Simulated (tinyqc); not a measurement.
# MOSFET in the linear regime without short-channel effects, parameter extraction from computed curves: what changes with what

Inversion charge Q = Cox n Vt W0(exp((Vg - VT)/(n Vt))), W0 the Lambert function and n = nf; u = Q/Cox; mobility mu = mu0/(1 + th1 u + th2 u^2); channel resistance Rch = (L - dL)/(W mu Q); Id = Vd/(Rch + Rsd/W). Cox = eps0 eox/tox. Small Vd, no channel-length or drain effects.

Parameters, values chosen for the exercise; channel values of the order met in silicon transistors:
- T = 300 K (temperature)
- eox = 25.5 (relative permittivity of the gate insulator (close to zirconium oxide))
- tox = 9.3 nm (insulator thickness)
- mu0 = 190 cm^2/(V s) (low-field mobility)
- th1 = 0.15 1/V (first mobility attenuation factor)
- th2 = 0 1/V^2 (second mobility attenuation factor)
- VT = 0.59 V (threshold voltage)
- nf = 1.12 (body factor)
- W = 1 um (gate width)
- L = 0.051 um (drawn gate length)
- dL = 0.003 um (drawn less effective length)
- Rsd = 140 ohm um (source plus drain resistance)
- Vd = 0.025 V (drain voltage)

Constants: q = 1.602176634e-19 C, kB = 1.380649e-23 J/K, Vt = kB T/q, eps0 = 8.8541878128e-14 F/cm where lengths are in cm. Results are converted to the units shown.

Each table varies one quantity; the others keep the values above.

## Extraction methods against the first mobility attenuation factor

From the continuous curve Id(Vg): tangent at peak gm (V_ext = Vg - Id/gm); constant current Id = 0.1 uA W/L; peak of d2Id/dVg2; Y = Id/sqrt(gm) drawn through Vg = VT + 0.6 and VT + 0.8 V, with intercept VT_Y and slope s. Mobilities gm,max L/(W Cox Vd) and s^2 L/(W Cox Vd) with the drawn L. Last column: share of Rsd/W in the total resistance at VT + 0.8 V.

Extraction methods against the first mobility attenuation factor:

| th1 (1/V) | V_ext (V) | constant current (V) | second derivative (V) | VT_Y (V) | mobility from gm (cm^2/(V s)) | mobility from Y (cm^2/(V s)) | series share (%) |
|---|---|---|---|---|---|---|---|
| 0 | 0.580 | 0.562 | 0.578 | 0.634 | 122 | 184 | 48.8 |
| 0.2 | 0.577 | 0.562 | 0.578 | 0.634 | 118 | 184 | 45.5 |
| 0.4 | 0.575 | 0.562 | 0.577 | 0.634 | 114 | 184 | 42.6 |
| 0.6 | 0.574 | 0.562 | 0.576 | 0.634 | 111 | 184 | 40.1 |
| 0.8 | 0.572 | 0.562 | 0.575 | 0.634 | 108 | 184 | 37.8 |
| 1 | 0.570 | 0.562 | 0.575 | 0.634 | 105 | 184 | 35.8 |
| 1.2 | 0.569 | 0.562 | 0.574 | 0.634 | 103 | 184 | 34.0 |

Read the table: what changes, and by how much?

The model has VT = 0.59 V and mu0 = 190 cm^2/(V s). Over the table the extracted thresholds move by 11 mV (tangent), under 0.5 mV (constant current), 4.0 mV (second derivative), under 0.5 mV (Y function). The mobility from gm falls from 122 to 103 and that from Y stays near 184 cm^2/(V s).

## Extraction methods against the drawn gate length

Same model as above.

Extraction methods against the drawn gate length:

| L (um) | V_ext (V) | constant current (V) | second derivative (V) | VT_Y (V) | mobility from gm (cm^2/(V s)) | mobility from Y (cm^2/(V s)) | series share (%) |
|---|---|---|---|---|---|---|---|
| 0.03 | 0.569 | 0.561 | 0.574 | 0.634 | 108 | 192 | 60.5 |
| 0.062 | 0.581 | 0.562 | 0.579 | 0.634 | 122 | 182 | 41.2 |
| 0.13 | 0.591 | 0.563 | 0.581 | 0.634 | 135 | 177 | 24.5 |
| 0.27 | 0.599 | 0.563 | 0.583 | 0.634 | 144 | 175 | 13.4 |
| 0.56 | 0.605 | 0.564 | 0.583 | 0.634 | 151 | 174 | 6.90 |
| 1.2 | 0.609 | 0.564 | 0.584 | 0.634 | 155 | 174 | 3.34 |
| 2.4 | 0.611 | 0.564 | 0.584 | 0.634 | 157 | 173 | 1.69 |
| 5 | 0.613 | 0.564 | 0.584 | 0.634 | 158 | 173 | 0.820 |

The model has VT = 0.59 V and mu0 = 190 cm^2/(V s). Over the table the extracted thresholds move by 44 mV (tangent), 3.2 mV (constant current), 9.5 mV (second derivative), under 0.5 mV (Y function). The mobility from gm rises from 108 to 158 and that from Y falls from 192 to 173 cm^2/(V s).

Numbers from tinyqc (`OMP_NUM_THREADS=1 python tinyqc.py 2210082 2210083 out.jsonl`; about 0.01 s on one thread of a shared Intel Xeon 2.30GHz).
